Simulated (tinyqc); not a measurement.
Type-II superlattice in the two-band Kane model: one step. Edges and effective gap. Five cases, with inputs chosen for the exercise.

Question. C1 is the first miniband above EvB: bottom at tr/2 = +1, top at -1. The gap is its bottom less HH1; cut-off wavelength hc/gap.

Motion along the axis, period d = a + b, c = hbar^2/2m0. Conduction and light-hole bands couple: (E - Ec)(E - Ev) = Ep c k^2 in each layer, with mass m(E) = (E - Ev)/Ep, which may be negative. The conduction envelope psi and psi'/m(E) are continuous; a layer carries them by [[cos kt, (m/k) sin kt], [-(k/m) sin kt, cos kt]] (cosh and sinh for k^2 < 0), and cos(q d) = tr(M_B M_A)/2. C1 is the first miniband above EvB, with its bottom at tr/2 = +1 and its top at -1; the gap is the bottom of C1 less the top heavy-hole level HH1.

Heavy holes are uncoupled: with e = EvB - E, p = sqrt(mhB e/c), w = sqrt(mhA (EvB - EvA - e)/c), the top level HH1 at q = 0 solves (p/mhB) tan(p b/2) = (w/mhA) tanh(w a/2).

Constants: hbar^2/2m0 = 3.80998211 eV angstrom^2; hc = 1239.841984 eV nm.

Give: bottom of C1; top of C1; HH1; gap; cut-off.

Case 1.

Values chosen (near those of an InAs/GaSb superlattice; shifted at random, so the results belong to these values and not to a real crystal):
- a = 51 angstrom (layer A)
- b = 51 angstrom (layer B)
- EcA = 0 eV (conduction edge of A)
- EvA = -0.417 eV (valence edge of A)
- EcB = 0.933 eV (conduction edge of B)
- EvB = 0.109 eV (valence edge of B)
- EpA = 14.2 eV (coupling energy in A)
- EpB = 17.8 eV (coupling energy in B)
- mhA = 0.33 m0 (heavy hole in A)
- mhB = 0.27 m0 (heavy hole in B)

Answer.

bottom of C1 = 0.2173 eV
top of C1 = 0.2446 eV
HH1 = 0.0734 eV
gap = 0.1439 eV
cut-off = 8.62 micrometre

The bulk edges overlap by 109 meV; confinement lifts the electrons by 217 meV and lowers the holes by 36 meV, which opens the gap. It is 0.35 of the smaller bulk gap.

Case 2.

Values chosen (near those of an InAs/GaSb superlattice; shifted at random, so the results belong to these values and not to a real crystal):
- a = 49 angstrom (layer A)
- b = 47 angstrom (layer B)
- EcA = 0 eV (conduction edge of A)
- EvA = -0.422 eV (valence edge of A)
- EcB = 0.923 eV (conduction edge of B)
- EvB = 0.114 eV (valence edge of B)
- EpA = 14.5 eV (coupling energy in A)
- EpB = 18.1 eV (coupling energy in B)
- mhA = 0.34 m0 (heavy hole in A)
- mhB = 0.28 m0 (heavy hole in B)

Answer.

bottom of C1 = 0.2256 eV
top of C1 = 0.2603 eV
HH1 = 0.0743 eV
gap = 0.1513 eV
cut-off = 8.19 micrometre

The bulk edges overlap by 114 meV; confinement lifts the electrons by 226 meV and lowers the holes by 40 meV, which opens the gap. It is 0.36 of the smaller bulk gap.

Case 3.

Values chosen (near those of an InAs/GaSb superlattice; shifted at random, so the results belong to these values and not to a real crystal):
- a = 28 angstrom (layer A)
- b = 45 angstrom (layer B)
- EcA = 0 eV (conduction edge of A)
- EvA = -0.413 eV (valence edge of A)
- EcB = 0.916 eV (conduction edge of B)
- EvB = 0.109 eV (valence edge of B)
- EpA = 14.5 eV (coupling energy in A)
- EpB = 17.7 eV (coupling energy in B)
- mhA = 0.32 m0 (heavy hole in A)
- mhB = 0.26 m0 (heavy hole in B)

Answer.

bottom of C1 = 0.3853 eV
top of C1 = 0.4430 eV
HH1 = 0.0644 eV
gap = 0.3210 eV
cut-off = 3.86 micrometre

The bulk edges overlap by 109 meV; confinement lifts the electrons by 385 meV and lowers the holes by 45 meV, which opens the gap. It is 0.78 of the smaller bulk gap.

Case 4.

Values chosen (near those of an InAs/GaSb superlattice; shifted at random, so the results belong to these values and not to a real crystal):
- a = 33 angstrom (layer A)
- b = 56 angstrom (layer B)
- EcA = 0 eV (conduction edge of A)
- EvA = -0.417 eV (valence edge of A)
- EcB = 1.001 eV (conduction edge of B)
- EvB = 0.177 eV (valence edge of B)
- EpA = 14.5 eV (coupling energy in A)
- EpB = 17.9 eV (coupling energy in B)
- mhA = 0.33 m0 (heavy hole in A)
- mhB = 0.28 m0 (heavy hole in B)

Answer.

bottom of C1 = 0.3649 eV
top of C1 = 0.3967 eV
HH1 = 0.1466 eV
gap = 0.2183 eV
cut-off = 5.68 micrometre

The bulk edges overlap by 177 meV; confinement lifts the electrons by 365 meV and lowers the holes by 30 meV, which opens the gap. It is 0.52 of the smaller bulk gap.

Case 5.

Values chosen (near those of an InAs/GaSb superlattice; shifted at random, so the results belong to these values and not to a real crystal):
- a = 36 angstrom (layer A)
- b = 45 angstrom (layer B)
- EcA = 0 eV (conduction edge of A)
- EvA = -0.417 eV (valence edge of A)
- EcB = 0.963 eV (conduction edge of B)
- EvB = 0.159 eV (valence edge of B)
- EpA = 14.1 eV (coupling energy in A)
- EpB = 17.7 eV (coupling energy in B)
- mhA = 0.35 m0 (heavy hole in A)
- mhB = 0.27 m0 (heavy hole in B)

Answer.

bottom of C1 = 0.3158 eV
top of C1 = 0.3645 eV
HH1 = 0.1151 eV
gap = 0.2007 eV
cut-off = 6.18 micrometre

The bulk edges overlap by 159 meV; confinement lifts the electrons by 316 meV and lowers the holes by 44 meV, which opens the gap. It is 0.48 of the smaller bulk gap.

Computed by tinyqc, one run a case: `OMP_NUM_THREADS=1 python tinyqc.py N N+1 out.jsonl` with N = 1250019, 1250334, 1250392, 1250838, 1250846; one thread of a shared Intel(R) Xeon(R) Processor @ 2.30GHz, about 0.8 s a run at most.
